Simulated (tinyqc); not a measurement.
Worked calculation: plane-wave Kohn-Sham cycle with exchange-only LDA in a layered model solid. One step of it, computed by the program tinyqc.

Problem. Iteration 2: levels at that k. Diagonalise the Hermitian matrix.

H (hartree), order -2, -1, +0, +1, +2:
```
[[1.588010, -0.238989, 0.009854, 0.000713, 0.000134],
 [-0.238989, 0.175866, -0.238989, 0.009854, 0.000713],
 [0.009854, -0.238989, -0.209264, -0.238989, 0.009854],
 [0.000713, 0.009854, -0.238989, 0.432619, -0.238989],
 [0.000134, 0.000713, 0.009854, -0.238989, 2.101517]]
```

Give: eigenvalues.

Solution.

eigenvalues (hartree): [-0.3845, 0.2061, 0.5026, 1.6287, 2.1359]
